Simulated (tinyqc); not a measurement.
Haynes-Shockley experiment: drift, diffusion and decay of a minority-carrier pulse: one step, computed by the program tinyqc.

A thin sheet of excess carriers is made at x = 0, t = 0 in a long uniform bar; injection is low, so the pulse moves with the minority mobility.

Question. Two distances. dn(x, t) = N0/sqrt(4 pi D t) exp(-(x - v t)^2/(4 D t) - t/tau). At fixed x the signal peaks where d ln(dn)/dt = 0: a t^2 + t/2 - x^2/(4 D) = 0 with a = v^2/(4 D) + 1/tau. Differences remove part of the bias: mu = (d2 - d)/(F (t_p2 - t_p)). The time-integrated signal is A(x) = (N0/u) exp(x (v - u)/(2 D)), u = sqrt(v^2 + 4 D/tau); the simple lifetime is tau = (t_p2 - t_p)/ln(A(d)/A(d2)).

Inputs (values chosen for the exercise, modelled on holes in n-type germanium in a lightly doped bar):
```
quantity                     value         unit
lifetime tau                   260  microsecond
temperature T                  250            K
field F                        6.3         V/cm
distance d to the collector    0.5           cm
second distance d2             1.1           cm
```

drift velocity v = 12537 cm/s

D = 42.87123 cm^2/s

time of the peak t_p = 39.52784 microsecond

Give: t_p2; mobility from two distances; area ratio A(d)/A(d2); lifetime from areas.

Answer.

t_p2 = 87.29 microsecond

mobility from two distances = 1994 cm^2/(V s)

area ratio A(d)/A(d2) = 1.202

lifetime from areas = 259.7 microsecond
